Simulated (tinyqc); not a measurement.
Donor level screened by free carriers (Yukawa potential): one step. One-parameter trial function. Five cases, with inputs chosen for the exercise.

Task: For exp(-z r): E(z) = z^2 - 8 z^3/(2z + x)^2 in Ry*. Scan z = 0.5, 0.6, ..., 1.1, then minimise; first order gives -1 + 2x.

Potential -(q/(eps r)) exp(-ks r), q = e^2/(4 pi eps0). In units Ry* = Ry m/eps^2 and a* = a0 eps/m the problem is [-Laplacian - 2 exp(-x r)/r] psi = E psi with x = ks a*.

Case 1.

x = 0.534227
Ry* = 8.29615 meV

Case 2.

x = 0.511222
Ry* = 31.10952 meV

Case 3.

x = 0.229642
Ry* = 5.82758 meV

Case 4.

x = 0.469962
Ry* = 7.13010 meV

Case 5.

x = 0.757718
Ry* = 30.64908 meV

Give: Scan (Ry*); best z; E; binding.

Result:

Case 1.

Scan (Ry*):
```
z    kinetic  potential        E
0.5   0.2500    -0.4248  -0.1748
0.6   0.3600    -0.5746  -0.2146
0.7   0.4900    -0.7334  -0.2434
0.8   0.6400    -0.8992  -0.2592
0.9   0.8100    -1.0704  -0.2604
1.0   1.0000    -1.2457  -0.2457
1.1   1.2100    -1.4243  -0.2143
```

best z = 0.858
E = -0.2618 Ry*
binding = 2.17 meV

First order in x would give 0.068 Ry*, a rigid shift by q ks/eps; it overstates the loss of binding by 0.330 Ry*.

Case 2.

Scan (Ry*):
```
z    kinetic  potential        E
0.5   0.2500    -0.4379  -0.1879
0.6   0.3600    -0.5901  -0.2301
0.7   0.4900    -0.7512  -0.2612
0.8   0.6400    -0.9190  -0.2790
0.9   0.8100    -1.0918  -0.2818
1.0   1.0000    -1.2686  -0.2686
1.1   1.2100    -1.4486  -0.2386
```

best z = 0.868
E = -0.2826 Ry*
binding = 8.79 meV

First order in x would give 0.022 Ry*, a rigid shift by q ks/eps; it overstates the loss of binding by 0.305 Ry*.

Case 3.

Scan (Ry*):
```
z    kinetic  potential        E
0.5   0.2500    -0.6614  -0.4114
0.6   0.3600    -0.8455  -0.4855
0.7   0.4900    -1.0332  -0.5432
0.8   0.6400    -1.2236  -0.5836
0.9   0.8100    -1.4157  -0.6057
1.0   1.0000    -1.6092  -0.6092
1.1   1.2100    -1.8038  -0.5938
```

best z = 0.969
E = -0.6102 Ry*
binding = 3.56 meV

First order in x would give -0.541 Ry*, a rigid shift by q ks/eps; it overstates the loss of binding by 0.069 Ry*.

Case 4.

Scan (Ry*):
```
z    kinetic  potential        E
0.5   0.2500    -0.4628  -0.2128
0.6   0.3600    -0.6196  -0.2596
0.7   0.4900    -0.7847  -0.2947
0.8   0.6400    -0.9559  -0.3159
0.9   0.8100    -1.1318  -0.3218
1.0   1.0000    -1.3113  -0.3113
1.1   1.2100    -1.4937  -0.2837
```

best z = 0.887
E = -0.3220 Ry*
binding = 2.30 meV

First order in x would give -0.060 Ry*, a rigid shift by q ks/eps; it overstates the loss of binding by 0.262 Ry*.

Case 5.

Scan (Ry*):
```
z    kinetic  potential        E
0.5   0.2500    -0.3237  -0.0737
0.6   0.3600    -0.4509  -0.0909
0.7   0.4900    -0.5894  -0.0994
0.8   0.6400    -0.7368  -0.0968
0.9   0.8100    -0.8915  -0.0815
1.0   1.0000    -1.0519  -0.0519
1.1   1.2100    -1.2172  -0.0072
```

best z = 0.729
E = -0.0999 Ry*
binding = 3.06 meV

First order in x would give 0.515 Ry*, a rigid shift by q ks/eps; it overstates the loss of binding by 0.615 Ry*.

Computed by tinyqc, one run a case: `OMP_NUM_THREADS=1 python tinyqc.py N N+1 out.jsonl` with N = 1251686, 1251789, 1251928, 1251981, 1251984; one thread of a shared Intel(R) Xeon(R) Processor @ 2.30GHz, about 0.01 s a run at most.
